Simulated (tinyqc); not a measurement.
Metal-induced gap states at the contact of a metal chain and a two-band chain: one step. Green functions. Three cases, with inputs chosen for the exercise.

Task: The decaying root is g1 = (1 - l)/(E - e1), g2 = (1 - l)/(E - e2), l = exp(-q a). Form them, g_m and G11.

The semiconductor alternates sites A at -Eg/2 and C at +Eg/2 with hopping -t; the gap runs from -Eg/2 to Eg/2. In the gap cosh(q a) = 1 + (Eg^2/4 - E^2)/(2 t^2) and the amplitude changes by -exp(-q a) a period. The metal has site energy 0 and hopping -tm; its end site has g_m = (E - i sqrt(4 tm^2 - E^2))/(2 tm^2). Sites 1, 2, ... count into the semiconductor, with energies e1, e2 alternating. The clean half chain has g1 = 1/(E - e1 - t^2 g2), g2 = 1/(E - e2 - t^2 g1), decaying root. With the contact G11 = 1/(1/g1 - tc^2 g_m), and the density on site j is -Im G_jj/pi = |psi_j/psi_1|^2 (-Im G11/pi), per spin, with psi_2/psi_1 = -t g2, psi_3/psi_2 = -t g1.

Case 1.

Values chosen (gap and optical dielectric constant near those of SiC; the chain itself is a model; not measured data): Eg = 3.04 eV (gap); t = 2.19 eV (hopping in the semiconductor); tm = 2.69 eV (hopping in the metal); tc = 2.33 eV (hopping across the contact); end = C (site that touches the metal); E = -0.9 eV (energy from mid-gap).

l = 0.5756397

Case 2.

Values chosen (gap and optical dielectric constant near those of GaN; the chain itself is a model; not measured data): Eg = 3.37 eV (gap); t = 2.61 eV (hopping in the semiconductor); tm = 2.92 eV (hopping in the metal); tc = 1.98 eV (hopping across the contact); end = C (site that touches the metal); E = -0.22 eV (energy from mid-gap).

l = 0.5327962

Case 3.

Values chosen (gap and optical dielectric constant near those of Ge; the chain itself is a model; not measured data): Eg = 0.66 eV (gap); t = 2.09 eV (hopping in the semiconductor); tm = 2.12 eV (hopping in the metal); tc = 2.24 eV (hopping across the contact); end = C (site that touches the metal); E = -0.05 eV (energy from mid-gap).

l = 0.8556329

Give: g1, g2; g_m; G11.

Result:

Case 1.

g1, g2 (1/eV): -0.17536  0.68445

g_m = -0.06219-0.36651i 1/eV
G11 = -0.16385-0.06077i 1/eV

Case 2.

g1, g2 (1/eV): -0.24525  0.31891

g_m = -0.01290-0.34222i 1/eV
G11 = -0.22352-0.07447i 1/eV

Case 3.

g1, g2 (1/eV): -0.37991  0.51560

g_m = -0.00556-0.47167i 1/eV
G11 = -0.21031-0.19112i 1/eV

Computed by tinyqc, one run a case: `OMP_NUM_THREADS=1 python tinyqc.py N N+1 out.jsonl` with N = 1450999, 1451558, 1451771; one thread of a shared Intel(R) Xeon(R) Processor @ 2.30GHz, about 0.01 s a run at most.
